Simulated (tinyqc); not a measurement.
Gas flow in a process chamber: flow regimes, conductance, effective pumping speed, pump-down, outgassing and purge: one step, computed by the program tinyqc. Command: `OMP_NUM_THREADS=1 python tinyqc.py 3121093 3121094 out.jsonl pump walk`. One thread of a shared host (Intel(R) Xeon(R) Processor @ 2.30GHz), about 0.07 s of CPU time with the checks.

Ideal gas, isothermal flow, a pump of constant speed at the end of a round pipe; process gas, volume gas and outgassing are given the same properties. 1 sccm = 101325 Pa x 1e-6 m^3/60 s x T/273.15 K.

Problem. Purging a well-mixed chamber. With steady flow a contaminant decays as exp(-t/residence time); gas used = flow x time.

Inputs (values chosen for the exercise, modelled on oxygen near room temperature): temperature T = 350 K; process gas flow = 360 sccm.

residence time = 0.002861700 s

Give: time to dilute 1e3 times; time to dilute 1e6 times; gas used for 1e6.

Solution.

time to dilute 1e3 times = 0.019768 s

time to dilute 1e6 times = 0.039536 s

gas used for 1e6 = 0.23722 standard cm^3
